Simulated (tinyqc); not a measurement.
# Changing the transport mass m

Model: inversion-layer mobility, back-scattering and ballistic limit of a field-effect transistor. Computed by tinyqc, a small Python program. Command: `OMP_NUM_THREADS=1 python tinyqc.py 3010480 3010481 out.jsonl mos sweep`. One thread of a shared host (Intel(R) Xeon(R) Processor @ 2.30GHz), about 0.02 s of CPU time with the checks.

The charge at the top of the source barrier is fixed by the gate; series resistance and short-channel effects are left out. F_j are Fermi integrals normalised to exp(eta) in the classical limit.

Inputs (values chosen for the exercise, modelled on a silicon p-channel):
```
quantity                                       value        unit
valley degeneracy g_v                              1           -
weight w of the inversion charge               0.333           -
permittivity eps                                11.7           -
phonon mobility at 1 MV/cm and 300 K, mu_ph      100  cm^2/(V s)
roughness mobility at 1 MV/cm, mu_sr             160  cm^2/(V s)
Coulomb mobility at N_inv = 1e12/cm^2, mu_C      300  cm^2/(V s)
electrical oxide thickness t_inv                 1.8          nm
depletion charge N_dep                       2.1e+11      1/cm^2
gate overdrive V_G - V_T                        0.75           V
drain voltage V_D                                  1           V
channel length L                                 260          nm
exponent a of the critical length               0.83           -
temperature T                                    300           K
```

Statistics at the top of the barrier: Fermi-Dirac.

Constants: eps_0 = 8.8541878128e-12 F/m; e = 1.602176634e-19 C; m_0 = 9.1093837015e-31 kg; k_B = 1.380649e-23 J/K; hbar = 1.054571817e-34 J s; k_B = 8.617333262e-05 eV/K.

Method:
- N_inv = 3.9 eps_0 (V_G - V_T)/(e t_inv); effective field E_eff = e (N_dep + w N_inv)/(eps eps_0).
- mu_phonon = mu_ph (E_eff/1 MV/cm)^(-0.3) (T/300 K)^(-1.75); mu_rough = mu_sr (E_eff/1 MV/cm)^(-2); mu_Coulomb = mu_C (N_inv/1e12 cm^-2) (T/300 K); Matthiessen's rule adds 1/mu.
- F_j(eta) = (1/Gamma(j + 1)) int_0^infinity x^j/(1 + exp(x - eta)) dx, F_0 = ln(1 + exp(eta)). Integrals over x = E/(k_B T) use 160 Gauss-Legendre points in u = sqrt(x) from 0 to sqrt(max(eta, 0) + 32).
- Ballistic channel: N_2D = g_v m k_B T/(pi hbar^2), U = e V_D/(k_B T); eta_F solves N_inv = (N_2D/2)[F_0(eta_F) + F_0(eta_F - U)]; v_T = sqrt(2 k_B T/(pi m)); I/W = e (N_2D/2) v_T [F_1/2(eta_F) - F_1/2(eta_F - U)]; injection velocity v_T F_1/2(eta_F)/F_0(eta_F).
- Mean free path lambda = (2 k_B T/e)(mu/v_T) F_0(eta_0)/F_-1/2(eta_0), with eta_0 from N_inv = N_2D F_0(eta_0); critical length l = L (1 + U)^(-a), an empirical rule; back-scattering r = l/(l + lambda). Then eta solves N_inv = (N_2D/2)[(1 + r) F_0(eta) + (1 - r) F_0(eta - U)] and I/W = e (N_2D/2) v_T (1 - r)[F_1/2(eta) - F_1/2(eta - U)].
- Ballistic ratio: I over the ballistic current. Apparent mobility 1/(1/mu + 1/mu_B), mu_B = mu L/lambda.

One run for each value; columns: (1) transport mass m (m_0); (2) injection velocity (1e7 cm/s); (3) ballistic current I/W (microampere/micrometre); (4) eta_F; (5) ballistic ratio:
```
(1)      (2)    (3)    (4)     (5)
0.030  16.04  18092  47.06  0.2626
0.044  11.83  16870  37.53  0.1924
0.063   8.30  11941  26.40  0.1905
0.092   5.69   8194  18.08  0.1916
0.130   4.05   5821  12.79  0.1937
0.200   2.66   3823   8.32  0.2000
0.280   1.93   2777   5.94  0.2097
0.410   1.37   1966   4.04  0.2271
0.600   0.99   1428   2.71  0.2514
```

Over the rows, injection velocity (1e7 cm/s) falls from 16.0 to 0.992 (exponent d ln y / d ln x -0.79 between the first rows and -0.84 between the last); ballistic current I/W (microampere/micrometre) falls from 18100 to 1430 (exponent d ln y / d ln x -0.18 between the first rows and -0.84 between the last); eta_F falls from 47.1 to 2.71 (exponent d ln y / d ln x -0.59 between the first rows and -1.1 between the last). N_inv and mu are held fixed; in a real device a light mass also lowers the gate capacitance.

Caution (rows 0.0300, 0.0440, 0.0630, 0.0920, 0.130, 0.200, 0.280): the Fermi level lies so high that further subbands and non-parabolicity matter. Caution (all rows): the current exceeds the long-channel drift law, so the empirical rule for l, meant for short channels, is too generous here. Caution (rows 0.0300, 0.0440, 0.0630, 0.0920, 0.130, 0.200, 0.280): in a degenerate gas the layer that can return carriers is set by E_F rather than k_B T, so l is underestimated.
